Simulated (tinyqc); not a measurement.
Inside a calculation. Model: MOSFET in the linear regime without short-channel effects, parameter extraction from computed curves.

tinyqc, about 0.01 s, one thread, Intel Xeon 2.30GHz (shared host): `OMP_NUM_THREADS=1 python tinyqc.py 2210018 2210019 out.jsonl` Printed values are rounded.

Inversion charge Q = Cox n Vt W0(exp((Vg - VT)/(n Vt))), W0 the Lambert function and n = nf; u = Q/Cox; mobility mu = mu0/(1 + th1 u + th2 u^2); channel resistance Rch = (L - dL)/(W mu Q); Id = Vd/(Rch + Rsd/W). Cox = eps0 eox/tox. Small Vd, no channel-length or drain effects.

Inputs (values chosen for the exercise); channel values of the order met in silicon transistors:

| symbol | value | unit | meaning |
|---|---|---|---|
| T | 300 | K | temperature |
| eox | 9.26 |  | relative permittivity of the gate insulator (close to aluminium oxide) |
| tox | 13 | nm | insulator thickness |
| mu0 | 210 | cm^2/(V s) | low-field mobility |
| th1 | 0.45 | 1/V | first mobility attenuation factor |
| th2 | 0 | 1/V^2 | second mobility attenuation factor |
| VT | 0.37 | V | threshold voltage |
| nf | 1.13 |  | body factor |
| W | 0.5 | um | gate width |
| L | 1.5 | um | drawn gate length |
| dL | 0.009 | um | drawn less effective length |
| Rsd | 110 | ohm um | source plus drain resistance |
| Vd | 0.02 | V | drain voltage |

Constants: q = 1.602176634e-19 C, kB = 1.380649e-23 J/K, Vt = kB T/q, eps0 = 8.8541878128e-14 F/cm where lengths are in cm. Results are converted to the units shown.

## Transfer curve

Vg, point 0 to 10 (V): 0.07  0.22  0.37  0.52  0.67  0.82  0.97  1.12  1.27  1.42  1.57

u, mu, Rch and Id as defined.

```
point	u (V)	mu (cm^2/(V s))	Rch (ohm)	Id (uA)
0	1.01292e-6	210.000	2.22277e10	8.99777e-7
1	1.71017e-4	209.984	1.31664e8	1.51902e-4
2	0.0165678	208.446	1.36909e6	0.0146059
3	0.111003	200.009	2.12965e5	0.0938152
4	0.238643	189.635	1.04478e5	0.191026
5	0.375408	179.651	70106.5	0.284388
6	0.516109	170.420	53756.2	0.370533
7	0.658971	161.970	44298.7	0.449250
8	0.803189	154.249	38163.7	0.521054
9	0.948337	147.188	33873.3	0.586625
10	1.09416	140.716	30709.2	0.646638
```

## Threshold and mobility at the peak transconductance

gm_i = (Id_(i+1) - Id_(i-1))/(Vg_(i+1) - Vg_(i-1)); at the point j of largest gm the tangent meets the axis at V_ext = Vg_j - Id_j/gm_j; field-effect mobility gm_j L/(W Cox Vd) with the drawn L.

gm, point 1 to 9 (uS): 0.0486833  0.312211  0.588067  0.635242  0.598359  0.549540  0.501735  0.457918  0.418613
j = 4
V_ext = 0.369286 V
field-effect mobility = 151.082 cm^2/(V s)

V_ext is 0.71 mV below the model VT, and the mobility so found is 28 % below mu0 L/(L - dL) = 211 cm^2/(V s), the value for the drawn L; attenuation, series resistance and the slow approach of Q to a straight line all lower the peak gm.

## The Y function

Y_i = Id_i/sqrt(gm_i). For Id = beta Vd x/(1 + th x), x = Vg - VT, Y = sqrt(beta Vd) x whatever th. Slope s from points 6 and 9; VT_Y = Vg - Y/s at point 9; beta = s^2/Vd; mobility beta L/(W Cox) with the drawn L; th* = (beta Vd x/Id - 1)/x at point 9.

Y, point 1 to 9 (uA^0.5 V^0.5): 6.88452e-4  0.0261399  0.122338  0.239675  0.367646  0.499836  0.634236  0.769997  0.906680
s = 0.904098 uA^0.5 V^-0.5
VT_Y = 0.417144 V
beta = 40.8697 uA/V^2
mobility from Y = 194.404 cm^2/(V s)
th* = 0.396231 1/V

The mobility from Y is 8.0 % below mu0 L/(L - dL) = 211 cm^2/(V s), which it should reach in deep inversion when th2 = 0. th* compares with th1 + mu0 Cox Rsd/(L - dL) = 0.460 1/V, since series resistance enters like th1.
